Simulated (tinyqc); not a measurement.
Worked calculation: power iteration on a symmetric matrix. Computed by tinyqc, a small Python program that keeps every step. Settings: method = power, shift = 0.64. Command: `OMP_NUM_THREADS=1 python tinyqc.py 26881 26882 out.jsonl` (the two numbers bound the seeds that draw the settings). One thread of a shared host (Intel(R) Xeon(R) Processor @ 2.60GHz), about 0.01 s of CPU time with the checks.

A:
```
         1        2        3        4        5        6
1   0.0470  -0.4300  -0.2690  -1.3150  -1.3860  -0.1140
2  -0.4300   0.1910   0.1890  -0.1620   0.0060   0.5930
3  -0.2690   0.1890   0.3300  -0.8720  -0.6510  -0.0760
4  -1.3150  -0.1620  -0.8720   0.4100  -0.0780   0.4850
5  -1.3860   0.0060  -0.6510  -0.0780   1.6500   0.3090
6  -0.1140   0.5930  -0.0760   0.4850   0.3090   1.9300
```

Stop when the residual |A v - lambda v| is below 1e-9.

Steps:
```
step     lambda  residual
1     -1.070009  1.87e+00
2     -1.270275  1.73e+00
3     -1.376807  1.62e+00
4     -1.454008  1.53e+00
5     -1.518380  1.44e+00
6     -1.574486  1.35e+00
7     -1.623914  1.27e+00
8     -1.667502  1.20e+00
9     -1.705886  1.12e+00
10    -1.739623  1.05e+00
11    -1.769219  9.84e-01
12    -1.795140  9.20e-01
13    -1.817809  8.60e-01
14    -1.837608  8.04e-01
15    -1.854880  7.51e-01
16    -1.869933  7.01e-01
17    -1.883041  6.54e-01
18    -1.894446  6.10e-01
19    -1.904364  5.68e-01
20    -1.912983  5.30e-01
21    -1.920470  4.94e-01
22    -1.926970  4.60e-01
23    -1.932612  4.28e-01
24    -1.937508  3.99e-01
25    -1.941754  3.72e-01
26    -1.945436  3.46e-01
27    -1.948629  3.22e-01
28    -1.951396  3.00e-01
29    -1.953795  2.79e-01
30    -1.955874  2.60e-01
```

Can the last value be used, and what does the course show?

Not by the stop rule. Not converged in 30 steps: the residual falls only by the ratio of the two largest distances of eigenvalues from the shift, 0.93 a step. all eigenvalues, for comparison: -1.9693  -0.1375  0.6036  1.0898  1.9035  3.0680.
